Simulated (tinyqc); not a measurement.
# FinFET, parasitic resistance, capacitance and delay: several studies

Nf fins under one contact; each has gated perimeter p = 2 Hf + Wf and cross-section A = Hf Wf; contact width Wc = Nf pf, stack height Hs = Hf. Contact length Lc = CPP - Lg - 2 Lsp, shared by two neighbouring gates. Source and drain sides are equal. The formulas are first-order estimates, not field solutions.

Inputs (values chosen for the exercise); values close to those of silicon logic devices:
- T = 300 K (temperature)
- Nf = 2 (number of fins)
- Hf = 60 nm (fin height)
- Wf = 5 nm (fin width)
- pf = 34 nm (fin pitch)
- CPP = 70 nm (contacted gate pitch)
- Lg = 12 nm (gate length)
- Lsp = 7 nm (spacer length)
- ks = 4.5 (relative permittivity of the spacer)
- Hc = 25 nm (gate height above the channel stack)
- rc = 2.9e-9 ohm cm^2 (contact resistivity)
- re = 0.00031 ohm cm (resistivity of the source-drain epitaxy)
- te = 15 nm (current-carrying depth of the epitaxy)
- rx = 0.0017 ohm cm (resistivity of the extension)
- Lov = 1.5 nm (gate overlap)
- Cinv = 2.5 uF/cm^2 (inversion capacitance)
- vx = 8.8e6 cm/s (injection velocity)
- mu = 300 cm^2/(V s) (apparent mobility)
- VT = 0.19 V (threshold at zero drain voltage)
- dl = 0.042 V/V (barrier lowering)
- n = 1.17 (subthreshold factor)
- Cw = 0.28 fF (wire load)
- Vdd = 0.6 V (supply voltage)

Constants: q = 1.602176634e-19 C, kB = 1.380649e-23 J/K, eps0 = 8.8541878128e-12 F/m, Vt = kB T/q. Results are converted to the units shown.

Each table varies one quantity; the others keep the values above.

## Effect of the spacer length

Epitaxy sheet resistance Rsh = re/te, transfer length LT = sqrt(rc/Rsh), contact Rc = [sqrt(rc Rsh)/Wc] coth(Lc/(2 LT)); extension of one fin Rx = rx Lsp/A. With N fins: gate Cg = Cinv p N Lg; per side, plate Cp = ks eps0 [Wc (Hs + Hc) - N A]/Lsp, top fringe Cf = (2/pi) ks eps0 Wc ln(1 + Lg/(2 Lsp)), overlap Co = Cinv p N Lov. One fin: I = p Q vx u/(1 + |u|^1.8)^(1/1.8), Q = Cinv n Vt ln(1 + exp((Vg' - VT + dl Vd')/(n Vt))), u = Vd' mu/(vx Lg), Vg' = Vgs - v, Vd' = Vds - 2 v, with the drop on each side v = Rc (sum of I) + Rx I. Ieff = [I(Vgs = Vdd, Vds = Vdd/2) + I(Vdd/2, Vdd)]/2, total currents. With Cs = Cp + Cf + Co, the load of an inverter of two such devices driving an equal one is CL = 2 (Cg + 2 Cs) + 4 Cs + Cw (own drains counted twice for the Miller effect); delay CL Vdd/(2 Ieff).

Result of one run:
```
Lsp (nm),Rc (ohm),Rx/N (ohm),Ieff (uA),CL (aF),delay (ps)
10,243.4,283.3,113.1,676.6,1.795
```

What becomes of these results when the spacer length Lsp is changed from 10 to 6 nm, all else the same?

Result of the changed run:
```
Lsp (nm),Rc (ohm),Rx/N (ohm),Ieff (uA),CL (aF),delay (ps)
6,208.2,170.0,122.6,789.8,1.933
```

The whole series:
```
Lsp (nm),Rc (ohm),Rx/N (ohm),Ieff (uA),CL (aF),delay (ps)
2,184.4,56.67,132.1,1350,3.064
3,189.6,85.00,129.7,1071,2.476
4,195.2,113.3,127.3,930.4,2.193
5,201.4,141.7,124.9,846.1,2.032
6,208.2,170.0,122.6,789.8,1.933
8,223.9,226.7,117.9,719.1,1.830
10,243.4,283.3,113.1,676.6,1.795
12,267.9,340.0,108.2,648.2,1.798
```

As Lsp goes from 2 to 12 nm, Ieff falls from 132 to 108 uA, CL falls from 1350 to 648 aF and the delay goes from 3.06 through a minimum of 1.79 (at Lsp = 10 nm among the rows listed) to 1.80 ps. A thin spacer costs capacitance, a thick one resistance and contact length, hence the minimum. For Lsp = 2 to 3 nm the spacer is under 3.5 nm, where leakage and breakdown between gate and contact would forbid it.

## Effect of the contact resistivity

Same model as above.

The same in every row: Rx/N (ohm) = 198.3; CL (aF) = 749.4.

Effect of the contact resistivity:
```
rc (ohm cm^2),Rc (ohm),Ieff (uA),delay (ps)
1e-10,21.22,133.7,1.681
2.1e-10,31.43,133.0,1.691
4.5e-10,49.64,131.6,1.708
9.7e-10,85.73,129.0,1.742
2.1e-9,162.0,123.8,1.817
4.4e-9,316.1,113.9,1.975
9.4e-9,650.5,94.12,2.389
2e-8,1359,63.53,3.539
```

What does the comparison show?

As rc goes from 1e-10 to 2e-8 ohm cm^2, Ieff falls from 134 to 63.5 uA, CL stays at 749 aF and the delay rises from 1.68 to 3.54 ps. Rc goes as rc^(0.53) at the start and rc^(0.98) at the end (1/2 for a long contact, 1 for a short one). For rc = 1e-10 to 2.1e-10 ohm cm^2 rc lies near or below the quantum limit of metal-silicon contacts.

## Effect of the wire load

Same model as above.

The same in every row: Rc (ohm) = 215.6; Rx/N (ohm) = 198.3; Ieff (uA) = 120.2.

Effect of the wire load:
```
Cw (fF),CL (aF),delay (ps)
0.02,489.4,1.221
0.043,512.4,1.279
0.093,562.4,1.403
0.2,669.4,1.670
0.43,899.4,2.244
0.93,1399,3.492
2,2469,6.162
```

As Cw goes from 0.02 to 2 fF, Ieff stays at 120 uA, CL rises from 489 to 2470 aF and the delay rises from 1.22 to 6.16 ps.

Program tinyqc, `OMP_NUM_THREADS=1 python tinyqc.py 2170141 2170142 out.jsonl`; Intel Xeon 2.30GHz, shared host, one thread, about 0.04 s.
